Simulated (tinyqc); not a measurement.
What each parameter does: averaged masses of warped heavy- and light-hole bands.

Four-band hole energies E = c k^2 f(u), c = hbar^2/2m0, f = g1 -/+ 2 sqrt(g2^2 + 3 (g3^2 - g2^2) s), s = ux^2 uy^2 + uy^2 uz^2 + uz^2 ux^2 for the unit vector u; minus for heavy, plus for light holes; the mass along u is 1/f.

Grid: n x n midpoints in cos(theta) from 0 to 1 and phi from 0 to pi/2, equal weights. m_d = <f^(-3/2)>^(2/3). Conductivity mass for one scattering time: 1/m_c = <|w|^2 f^(-5/2)>/<f^(-3/2)> with w = grad_k(k^2 f)/(2 k), that is |w|^2 = f^2 + |angular gradient of f|^2/4.

Values chosen for the exercise (out of a larger set: near those of InP; not measured data):
- g1 = 5.03 (Luttinger gamma1)
- g2 = 1.6 (gamma2)
- g3 = 2.09 (gamma3)

n = 40.

One parameter was then changed.

Results before and after:

| case | m_d heavy (m0) | m_c heavy (m0) | m_d light (m0) | m_c light (m0) |
|---|---|---|---|---|
| base | 0.8612 | 0.7243 | 0.1132 | 0.1128 |
| changed | 0.8802 | 0.7563 | 0.1128 | 0.1124 |

Which of these changes was made? (a) g1 = 4.879; (b) g2 = 1.648; (c) g3 = 2.153.
Answer: (b) g2 = 1.648. Of the candidates, run in turn, only this one gives the changed row.

All candidates:

| case | m_d heavy (m0) | m_c heavy (m0) | m_d light (m0) | m_c light (m0) |
|---|---|---|---|---|
| base | 0.8612 | 0.7243 | 0.1132 | 0.1128 |
| g1 = 4.879 | 0.9976 | 0.8001 | 0.1152 | 0.1147 |
| g2 = 1.648 | 0.8802 | 0.7563 | 0.1128 | 0.1124 |
| g3 = 2.153 | 0.9434 | 0.7395 | 0.1122 | 0.1117 |

Program tinyqc; command `OMP_NUM_THREADS=1 python tinyqc.py 1081576 1081577 out.jsonl`; about 0.03 s on one thread of a shared Intel(R) Xeon(R) Processor @ 2.30GHz.
